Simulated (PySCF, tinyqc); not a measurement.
Worked calculation: CIS and TDHF on RHF in the sto-3g basis, frozen core, for BeH+, spin multiplicity 1. The lowest restricted solution is unstable here: a spin-polarised one lies 0.0005 hartree lower (PySCF). One step of it, computed by the program tinyqc.

Question. TDHF (RPA) singlet states. B(ia,jb) = 2 (ia|jb) - (ib|ja); the squared energies are the eigenvalues of (A - B)(A + B); 1 hartree = 27.211386 eV.

CIS matrix A, singlet (hartree), order 2>3, 2>4, 2>5, 2>6:
```
[[0.198841, 0.000000, 0.000000, -0.049597],
 [0.000000, 0.277336, 0.000000, 0.000000],
 [0.000000, 0.000000, 0.277336, 0.000000],
 [-0.049597, 0.000000, 0.000000, 0.584696]]
```

Two-electron integrals over orbitals (pq|rs), unique and non-zero (hartree); the lowest 1 orbital is frozen and left out:
```
(22|22) 0.475380    (32|22) -0.067194   (32|32) 0.053798    (33|22) 0.323615
(33|32) 0.033663    (33|33) 0.439644    (42|42) 0.044619    (43|42) 0.033540
(43|43) 0.049550    (44|22) 0.352753    (44|32) 0.033777    (44|33) 0.388426
(44|44) 0.449859    (52|52) 0.044619    (53|52) 0.033540    (53|53) 0.049550
(54|54) 0.024249    (55|22) 0.352753    (55|32) 0.033777    (55|33) 0.388426
(55|44) 0.401360    (55|55) 0.449859    (62|22) 0.029744    (62|32) -0.053115
(62|33) -0.016720   (62|44) -0.066961   (62|55) -0.066961   (62|62) 0.120041
(63|22) -0.056633   (63|32) 0.048901    (63|33) 0.054330    (63|44) 0.030881
(63|55) 0.030881    (63|62) -0.057591   (63|63) 0.065445    (64|42) -0.026918
(64|43) -0.009716   (64|64) 0.023328    (65|52) -0.026918   (65|53) -0.009716
(65|65) 0.023328    (66|22) 0.480472    (66|32) -0.070498   (66|33) 0.350845
(66|44) 0.355892    (66|55) 0.355892    (66|62) 0.058898    (66|63) -0.060441
(66|66) 0.519578
```

Give: TDHF matrix B, singlet; squared energies w^2; TDHF energies from the positive w^2.

Answer.

TDHF matrix B, singlet (hartree), order 2>3, 2>4, 2>5, 2>6:
```
[[0.0538, 0.0000, 0.0000, -0.0531],
 [0.0000, 0.0446, 0.0000, 0.0000],
 [0.0000, 0.0000, 0.0446, 0.0000],
 [-0.0531, 0.0000, 0.0000, 0.1200]]
```

squared energies w^2 (hartree^2): [0.0343, 0.0749, 0.0749, 0.3291]

TDHF energies from the positive w^2 (eV): [5.0393, 7.4484, 7.4484, 15.6100]
